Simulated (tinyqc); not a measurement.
# Metal-interlayer-semiconductor contact, depinning against tunnelling resistance: what changes with what

Zero bias, n-type semiconductor. Gap states at the semiconductor surface thin out as exp(-be ti), which unpins the barrier; electrons must then cross the interlayer (a rectangular barrier, no voltage drop across it) and the parabolic depleted layer, both by WKB. Energies E are counted from the Fermi level; no image force, parabolic bands.

Values chosen for this exercise; semiconductor values close to those of germanium; interlayer mass of the order of that in silicon nitride, offset chosen freely: temperature T = 400 K; band gap Eg = 0.641 eV; relative permittivity eps_r = 16.2; electron affinity chi = 4.09 eV; conduction-band density of states at T Nc = 1.6e19 cm^-3; tunnelling mass in the semiconductor mt = 0.123 m0; Richardson mass mA = 1.06 m0; donor density Nd = 3.8e18 cm^-3; charge-neutrality level above the valence band E0 = 0.092 eV; pinning factor without interlayer S0 = 0.052; metal work function phiM = 4.04 eV; interlayer thickness ti = 1.5 nm; conduction-band offset of the interlayer above the semiconductor dE = 2.13 eV; tunnelling mass in the interlayer mi = 0.45 m0; decay constant of gap states through the interlayer be = 1.8 1/nm.

Constants: q = 1.602176634e-19 C, kB = 1.380649e-23 J/K, eps0 = 8.8541878128e-12 F/m, hbar = 1.054571817e-34 J s, h = 6.62607015e-34 J s, m0 = 9.1093837015e-31 kg, Vt = kB T/q, hbar^2/(2 m0) = 0.0380998212 eV nm^2. Results are converted to the units shown.

Each table varies one quantity; the others keep the values above.

## Contact resistivity against the interlayer thickness

S = 1/(1 + (1/S0 - 1) exp(-be ti)); phiB = S (phiM - chi) + (1 - S)(Eg - E0); xi = Ec - EF deep inside, from Nd = Nc F(-xi/Vt), F(x) = (2/sqrt(pi)) int_0^infinity sqrt(u) du/(1 + exp(u - x)); band bending U = phiB - xi; E00 = (hbar/2) sqrt(Nd/(eps0 eps_r mt m0)) in volts; A = 4 pi q mA m0 kB^2/h^3. With U = phiB - xi: for xi < E < phiB, y = (E - xi)/U and G1 = (U/E00) [sqrt(1 - y) - y ln((1 + sqrt(1 - y))/sqrt(y))], G1 = 0 above phiB; G2 = 2 ti sqrt(mi max(phiB + dE - E, 0)/C), C = hbar^2/(2 m0); f = 1/(1 + exp(E/Vt)); 1/rho_c = (A T^2/Vt^2) times the integral of exp(-G1 - G2) f over E from xi upwards. Shares under 0.001 % are printed as 0; rows without band bending are left out.

The same in every row: E00/Vt = 0.744.

Contact resistivity against the interlayer thickness:

| ti (nm) | S | phiB (eV) | rho_c (ohm cm^2) | rho_c with G2 = 0 (ohm cm^2) | peak of the integrand (eV) | share above phiB (%) |
|---|---|---|---|---|---|---|
| 0 | 0.0520 | 0.518 | 1.07e-4 | 1.07e-4 | 0.330 | 1.89 |
| 0.4 | 0.101 | 0.488 | 0.00345 | 5.34e-5 | 0.320 | 2.69 |
| 0.8 | 0.188 | 0.436 | 0.0637 | 1.59e-5 | 0.295 | 4.18 |
| 1.2 | 0.322 | 0.356 | 0.575 | 2.49e-6 | 0.249 | 7.31 |
| 1.6 | 0.494 | 0.253 | 3.00 | 2.49e-7 | 0.186 | 14.2 |
| 2 | 0.667 | 0.149 | 16.6 | 2.90e-8 | 0.119 | 29.9 |
| 2.4 | 0.805 | 0.0669 | 203 | 8.16e-9 | 0.0626 | 70.9 |

As ti goes from 0 to 2.4, phiB falls from 0.518 to 0.0669 eV and rho_c rises from 1.07e-4 to 203 ohm cm^2. No thickness listed beats the bare contact: tunnelling through the layer costs more than the change of the barrier gains. The ratio of rho_c to its value with G2 = 0 runs from 1.00 to 2.49e10.

## Contact resistivity against the donor density

Same model as above.

The same in every row: S = 0.449; phiB (eV) = 0.280.

Results:

| Nd (cm^-3) | E00/Vt | rho_c (ohm cm^2) | rho_c with G2 = 0 (ohm cm^2) | peak of the integrand (eV) | share above phiB (%) |
|---|---|---|---|---|---|
| 5.3e17 | 0.278 | 7.35 | 2.12e-6 | 0.270 | 43.1 |
| 1.3e18 | 0.435 | 4.74 | 1.25e-6 | 0.254 | 27.8 |
| 7.4e18 | 1.04 | 0.947 | 1.79e-7 | 0.147 | 5.55 |
| 1.8e19 | 1.62 | 0.271 | 4.14e-8 | 0.0681 | 1.59 |
| 4.3e19 | 2.50 | 0.0746 | 9.55e-9 | 0.0202 | 0.438 |
| 1e20 | 3.82 | 0.0244 | 2.67e-9 | -0.00955 | 0.143 |
| 2.5e20 | 6.03 | 0.00923 | 8.42e-10 | -0.0325 | 0.0542 |
| 6e20 | 9.35 | 0.00467 | 3.41e-10 | -0.0480 | 0.0274 |

Estimate the missing row, Nd = 3.1e18 cm^-3.

Computed row:

| Nd (cm^-3) | E00/Vt | rho_c (ohm cm^2) | rho_c with G2 = 0 (ohm cm^2) | peak of the integrand (eV) | share above phiB (%) |
|---|---|---|---|---|---|
| 3.1e18 | 0.672 | 2.47 | 5.69e-7 | 0.216 | 14.5 |

With this row back in the table: As Nd goes from 5.3e17 to 6e20, phiB stays at 0.280 eV and rho_c falls from 7.35 to 0.00467 ohm cm^2. rho_c goes as Nd^(-0.49) between the first two rows and Nd^(-0.78) between the last two, while E00/Vt goes from 0.278 to 9.35 and the share above the barrier from 43.1 to 0.0274 %. The ratio of rho_c to its value with G2 = 0 runs from 3.46e6 to 1.37e7.

Range of the model: The depletion charge would drop about 0.14 V across such an interlayer (eps_r near 7.5) at ti = 1.5 nm and Nd = 3.8e18 cm^-3, against a band bending of 0.23 V; this model leaves that drop out.

Program tinyqc, `OMP_NUM_THREADS=1 python tinyqc.py 2270073 2270074 out.jsonl`; Intel Xeon 2.30GHz, shared host, one thread, about 0.02 s.
